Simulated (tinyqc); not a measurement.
Comparisons within one model: six-band Luttinger-Kohn model with strain. A value that a table varies takes the place of the one given here.

Six-band Luttinger-Kohn model in the basis |3/2,3/2>, |3/2,1/2>, |3/2,-1/2>, |3/2,-3/2>, |1/2,1/2>, |1/2,-1/2>, electron energies, zero at the top of the unstrained valence band. H = -[rows: (P+Q, -S, R, 0, -S/r2, r2 R); (-S*, P-Q, 0, R, -r2 Q, r32 S); (R*, 0, P-Q, S, r32 S*, r2 Q); (0, R*, S*, P+Q, -r2 R*, -S*/r2); (-S*/r2, -r2 Q, r32 S, -r2 R, P+Dso, 0); (r2 R*, r32 S*, r2 Q, -S/r2, 0, P+Dso)], r2 = sqrt(2), r32 = sqrt(3/2). Levels are twofold.

P = c g1 k^2 - av tr(e); Q = c g2 (kx^2 + ky^2 - 2 kz^2) - (b/2)(exx + eyy - 2 ezz); R = c sqrt3 [-g2 (kx^2 - ky^2) + 2i g3 kx ky] + (sqrt3/2) b (exx - eyy) - i d exy; S = 2 c sqrt3 g3 (kx - i ky) kz - d (exz - i eyz); c = hbar^2/2m0, e the strain tensor (not engineering shear).

s11 = (C11 + C12)/((C11 - C12)(C11 + 2 C12)), s12 = -C12/((C11 - C12)(C11 + 2 C12)), s44 = 1/C44; exx = s11 sxx + s12 (syy + szz) and cyclic, exy = s44 sxy/2; tension is positive. A uniaxial stress X along the unit vector n is s_ij = X n_i n_j.

Constants: hbar^2/2m0 = 3.80998211 eV angstrom^2.

Values chosen for the exercise (near those of Si; not measured data): Dso = 0.044 eV (spin-orbit splitting); g1 = 4.28 (Luttinger gamma1); g2 = 0.34 (gamma2); g3 = 1.44 (gamma3); av = 2.41 eV (valence hydrostatic potential); b = -2.08 eV (tetragonal shear potential); d = -4.72 eV (trigonal shear potential); C11 = 163.7 GPa; C12 = 64.5 GPa; C44 = 79.7 GPa; load = uniaxial [001] (kind of stress); X1 = 2 GPa (size of the stress); E_h = 10 meV (hole energy below the top); X = -0.68 GPa (stress).

## Sweep of a uniaxial [001] stress

Edges at k = 0 and curvature masses of the top pair along [110] and [001] (step 0.0002 1/angstrom); at zero stress the top is fourfold and has no single curvature.

Edges and masses:
```
X (GPa),top (eV),second (eV),third (eV),splitting (meV),m [110],m [001]
-1.50,0.0397,-0.0438,-0.0769,83.5,0.275,0.179
-1.00,0.0242,-0.0292,-0.0637,53.4,0.273,0.181
-0.50,0.0101,-0.0146,-0.0519,24.7,0.268,0.186
0.00,0.0000,0.0000,-0.0440,0.0,-,-
0.50,0.0146,-0.0007,-0.0455,15.4,0.216,0.278
1.00,0.0292,0.0076,-0.0561,21.6,0.216,0.278
1.50,0.0438,0.0195,-0.0703,24.3,0.216,0.278
```

How do the results move?

The splitting reaches 83.5 meV under compression and 24.3 meV under the same tension; linear shear terms alone would make the two equal, and the difference comes from the coupling to the split-off band. At the ends of the sweep the top pair has a mass along [110] of 0.275 under compression and 0.216 under tension, so tension gives the lighter holes along [110]; along [001] it has 0.179 and 0.278. The top edge itself moves by +40 and +44 meV.

## Which stress helps holes along [110]

Each load has size X1 (biaxial: sxx = syy); masses are curvatures of the top pair at k = 0.

Results:
```
load,splitting (meV),top edge (meV),m [110],m [001]
"uniaxial [110], compression",96.2,44.5,0.114,0.276
"uniaxial [110], tension",27.4,53.8,0.380,0.199
"uniaxial [100], compression",114.1,55.7,0.217,0.276
"uniaxial [100], tension",25.6,58.4,0.243,0.216
"uniaxial [111], compression",91.5,40.8,0.142,0.234
"uniaxial [111], tension",24.7,50.7,0.352,0.234
"biaxial (001), compression",25.6,9.0,0.216,0.278
"biaxial (001), tension",114.1,105.1,0.276,0.179
```

What can be read from the table?

The lightest mass along [110] (0.114) comes with uniaxial [110], compression. The largest splitting (114.1 meV) comes with uniaxial [100], compression; biaxial (001), tension. The heaviest mass along [001] (0.278), which lowers the confinement energy in a (001) channel, comes with biaxial (001), compression. The splitting per GPa follows b (s11 - s12) for loads along cube axes and d s44 for [111]: here 2 |b| (s11 - s12) = 41.9 and |d| s44/sqrt3 = 34.2 meV per GPa in the limit of large Dso; where the splitting nears Dso, mixing with the split-off band makes it depend on the sign of the load.

## Warping of the constant-energy contours (six-band Luttinger-Kohn model)

No strain (e = 0). In the plane kz = 0, |k| where the top and second pairs lie E_h below the top, against the angle from [100]; m = c k^2/E_h.

Contours:
```
angle (degrees),k top (1/angstrom),k second (1/angstrom),m top (m0),m second (m0)
0,0.0270,0.0231,0.278,0.203
9,0.0284,0.0225,0.307,0.192
18,0.0317,0.0215,0.382,0.176
27,0.0365,0.0207,0.508,0.164
36,0.0428,0.0203,0.699,0.157
45,0.0468,0.0201,0.835,0.155
```

How do the results move?

The heavy contour reaches 1.734 times as far along [110] as along [100], the light one 0.872 times. The warping follows g3 - g2 = 1.10 and would vanish for g2 = g3. Along [100] the heavy mass is 1/(g1 - 2 g2) = 0.278 at any energy, while the light one is 0.2034, against 1/(g1 + 2 g2) = 0.2016 at the edge, for E_h/Dso = 0.23.

## What each parameter does

Edges at k = 0 under a uniaxial [001] stress X and the curvature mass of the top pair along [110] (step 0.0002 1/angstrom). Each row changes one parameter from the base and keeps the others.

Results:
```
case,top (eV),second (eV),third (eV),mass (m0)
base,0.0150,-0.0199,-0.0559,0.271
C12 = 77.4 GPa,0.0191,-0.0215,-0.0570,0.272
C44 = 95.64 GPa,0.0150,-0.0199,-0.0559,0.271
Dso = 0.035 eV,0.0159,-0.0199,-0.0478,0.272
d = -3.776 eV,0.0150,-0.0199,-0.0559,0.271
g1 = 3.424,0.0150,-0.0199,-0.0559,0.352
b = -1.664 eV,0.0102,-0.0170,-0.0540,0.269
g3 = 1.728,0.0150,-0.0199,-0.0559,0.271
```

What can be read from the table?

The largest shifts from the base row, up to three for each result and ties (the steps differ in size, so this ranks the rows, not the parameters). top (eV): b -0.0048, C12 +0.0042, Dso +0.0009; unchanged at the printed digits by C44, d, g1 and g3. second (eV): b +0.0029, C12 -0.0017; unchanged at the printed digits by C44, Dso, d, g1 and g3. third (eV): Dso +0.0081, b +0.0019, C12 -0.0011; unchanged at the printed digits by C44, d, g1 and g3. mass (m0): g1 +0.082, b -0.002, Dso +0.002; unchanged at the printed digits by C44, d and g3. The Luttinger parameters multiply k^2 and cannot move the edges; av shifts all edges alike and leaves the mass.

Program tinyqc; command `OMP_NUM_THREADS=1 python tinyqc.py 1051045 1051046 out.jsonl`; about 0.05 s on one thread of a shared Intel(R) Xeon(R) Processor @ 2.30GHz.
